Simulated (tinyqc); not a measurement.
Hubbard chain of 2 sites, step by step. Computed by tinyqc, a small Python program that keeps every step. Settings: hopping = 1.81, U = 6.0, mixing = 1, iteration cap = 52. Command: `OMP_NUM_THREADS=1 python tinyqc.py 23797 23798 out.jsonl` (the two numbers bound the seeds that draw the settings). One thread of a shared host (Intel(R) Xeon(R) Processor @ 2.60GHz), about 0.1 s of CPU time with the checks.

one-body matrix (hopping and site energies) (eV), order 1, 2:
```
[[0.000000, -1.810000],
 [-1.810000, 0.000000]]
```

U = 6.000000 eV

electrons, up and down: [1, 1]

n(up) at the start (a guess, not normalised): [0.500000, 0.500000]

n(down) at the start (a guess): [0.500000, 0.500000]

Each step fills the lowest levels of T + U n(other spin) and sets n(new) = n + mixing (n(out) - n); stop when output and input agree to 1e-8.

Course of the cycle:
```
iteration       E (eV)  largest |n(out) - n(in)|  mean |n_up - n_down|
1          -0.62000000                  1.11e-16              0.000000
```

Can the last value be used, and what does the course show?

No, though the log alone does not show it. Converged in 1 iterations. But random starts reach -1.09203 eV, so this is another stationary point, not the lowest one. Reruns (cap 100 unless said): mixing 0.2: converged in 1 to a higher stationary point (E = -0.62000); mixing 0.5: converged in 1 to a higher stationary point (E = -0.62000); mixing 0.9: converged in 1 to a higher stationary point (E = -0.62000). Before convergence this energy mixes input and output and is not variational, so it may rise towards its limit.
